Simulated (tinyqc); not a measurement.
Frequency dispersion of an accumulation capacitance by border traps, distributed model: one step of the calculation.

Traps spread evenly through the insulator exchange electrons with the semiconductor by tunnelling, with tau(x) = t0 exp(2 ka x) at depth x from the interface. The admittance per area Y seen at depth x obeys dY/dx = -Y^2/(i w eps0 eox) + q Nb ln(1 + i w tau)/tau, with Y(0) = i w Cs and w = 2 pi f; the gate sees Y(tox) = G + i w C. Working variable y = Y/(i w), in uF/cm^2. Cox = eps0 eox/tox.

Problem. Scales and lumped estimate. Cox; trap-free value 1/(1/Cox + 1/Cs); response depth d = ln(1/(w t0))/(2 ka), where w tau = 1; lumped estimate: all traps within d act as C_bt = q Nb d placed at d/2, so C = 1/{1/[1/(1/Cs + d/(2 eps0 eox)) + C_bt] + (tox - d/2)/(eps0 eox)}.

Values chosen for this exercise; permittivity close to that of aluminium oxide:
- eox = 8.84 (relative permittivity of the insulator)
- tox = 3.9 nm (insulator thickness)
- Cs = 2.6 uF/cm^2 (semiconductor capacitance in accumulation)
- Nb = 4.3e18 cm^-3 eV^-1 (density of border traps)
- ka = 3.2 1/nm (decay constant of the wave function in the insulator)
- t0 = 1e-9 s (time constant of a trap at the interface)
- f = 100 Hz (frequency)

Constants: q = 1.602176634e-19 C, eps0 = 8.8541878128e-14 F/cm where lengths are in cm. Results are converted to the units shown.

Find: Cox; trap-free C; d; C_bt; lumped C.

Solution.

Cox = 2.0069 uF/cm^2
trap-free C = 1.1327 uF/cm^2
d = 2.2313 nm
C_bt = 0.15372 uF/cm^2
lumped C = 1.1857 uF/cm^2

The traps within reach amount to 0.0591 Cs and lie in the first 57.2 % of the insulator.

Program tinyqc, `OMP_NUM_THREADS=1 python tinyqc.py 2202017 2202018 out.jsonl`; Intel Xeon 2.30GHz, shared host, one thread, about 0.3 s.
